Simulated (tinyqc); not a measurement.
Landau-Devonshire theory of a uniaxial ferroelectric: one step, computed by the program tinyqc. Command: `OMP_NUM_THREADS=1 python tinyqc.py 3013837 3013838 out.jsonl ferro walk`. One thread of a shared host (Intel(R) Xeon(R) Processor @ 2.30GHz), about 0.01 s of CPU time with the checks.

G(P) = (alpha/2) P^2 + (beta*/4) P^4 + (gamma/6) P^6 - E P per volume, SI units, one domain, P along the polar axis, which is normal to the film.

Question. Spontaneous polarisation, susceptibility, coercive field. Ps^2 = [-beta* + sqrt(beta*^2 - 4 alpha gamma)]/(2 gamma). chi = 1/(eps_0 G''), G'' = alpha + 3 beta* P^2 + 5 gamma P^4 at Ps. Ps, chi and the coercive field are for perfect screening, without a depolarising field. The intrinsic coercive field is |alpha P + beta* P^3 + gamma P^5| at the P_c where G'' = 0. 1 C/m^2 = 100 microcoulomb/cm^2.

Inputs (values chosen for the exercise, for a model ferroelectric): Curie-Weiss temperature T0 = 620 K; gamma = 2.08e+09 J m^9/C^6; temperature T = 314 K.

Sample: epitaxial film.

alpha = -1.307136e+09 J m/C^2

beta* = 1.506826e+09 J m^5/C^4

Constants: eps_0 = 8.8541878128e-12 F/m.

Give: spontaneous polarisation Ps; susceptibility chi; well depth G(Ps); P_c; intrinsic coercive field.

Answer.

spontaneous polarisation Ps = 71.369 microcoulomb/cm^2

susceptibility chi = 30.578

well depth G(Ps) = -189.35 MJ/m^3

P_c = 44.554 microcoulomb/cm^2

intrinsic coercive field = 412.60 MV/m

P_c/Ps = 0.624, above the 0.577 of a quartic well, as the sixth-order term matters. Real switching runs by domain nucleation at far lower fields. Caution: far below T0* the expansion with linear alpha(T) is only a fit.
